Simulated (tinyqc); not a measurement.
# Threshold-voltage variability of a planar MOSFET, analytic estimates: effect of the gate width

Three independent sources add in quadrature: random dopants in the depleted layer, metal-gate grains of two orientations, and roughness of the two gate edges acting through the roll-off VT = VT(long) - Vr exp(-L/l). These are first-order estimates: no three-dimensional electrostatics, no percolation.

ni = sqrt(Nc Nv) exp(-Eg/(2 Vt)), Eg in volts; Cox = 3.9 eps0/ti; Wd = sqrt(4 eps0 eps_r Vt ln(Na/ni)/(q Na)); dopants: s1 = (q/Cox) sqrt(Na Wd/(3 L W)). Grains: Ng = L W/G^2 (at least 1), s2 = dW sqrt(p (1 - p)/Ng). Edges, with exponential correlation and u = W/La: the mean gate length has sL^2 = 2 De^2 (2/u)[1 - (1 - exp(-u))/u]; s3 = sL (Vr/l) exp(-L/l). s = sqrt(s1^2 + s2^2 + s3^2). l and Vr are held fixed.

Inputs (values chosen for the exercise); material values close to those of silicon:

| symbol | value | unit | meaning |
|---|---|---|---|
| T | 273 | K | temperature |
| Eg | 1.12 | eV | band gap |
| eps_r | 11.8 |  | relative permittivity of the semiconductor |
| Nc | 2.43e19 | cm^-3 | conduction-band density of states at T |
| Nv | 2.27e19 | cm^-3 | valence-band density of states at T |
| Na | 7.1e17 | cm^-3 | channel doping |
| ti | 1.4 | nm | oxide-equivalent thickness in inversion |
| L | 32 | nm | gate length |
| G | 5 | nm | metal grain size |
| dW | 0.1 | eV | work-function difference of the two grain orientations |
| p | 0.6 |  | share of the orientation of higher work function |
| De | 1.8 | nm | rms roughness of one gate edge |
| La | 15 | nm | correlation length of the roughness |
| l | 6.6 | nm | decay length of the threshold roll-off |
| Vr | 1 | V | prefactor of the roll-off |

Constants: q = 1.602176634e-19 C, kB = 1.380649e-23 J/K, Vt = kB T/q, eps0 = 8.8541878128e-14 F/cm where lengths are in cm. Results are converted to the units shown.

Effect of the gate width:
```
W (nm)  s1 (mV)  s2 (mV)  s3 (mV)  s (mV)  s sqrt(L W) (mV um)
29        21.23    8.041    2.297   22.82               0.6951
48        16.50    6.250    2.000   17.76               0.6960
78        12.95    4.903    1.687   13.95               0.6967
130       10.03    3.798    1.366   10.81               0.6972
200       8.085    3.062    1.126   8.718               0.6975
330       6.294    2.384   0.8908   6.789               0.6976
540       4.920    1.863   0.7028   5.308               0.6978
880       3.854    1.460   0.5536   4.158               0.6978
```

As W goes from 29 to 880 nm, s falls from 22.8 to 4.16 mV. The dopants are the largest source in the first and the last row. The product s sqrt(L W) stays near 0.697 mV um: s1 and s2 go as 1/sqrt(L W), so the change comes from s3 alone. In every row the depletion depth exceeds L, so source and drain share much of the charge and s1 is rough.

tinyqc, about 0.01 s, one thread, Intel Xeon 2.30GHz (shared host): `OMP_NUM_THREADS=1 python tinyqc.py 2090095 2090096 out.jsonl`
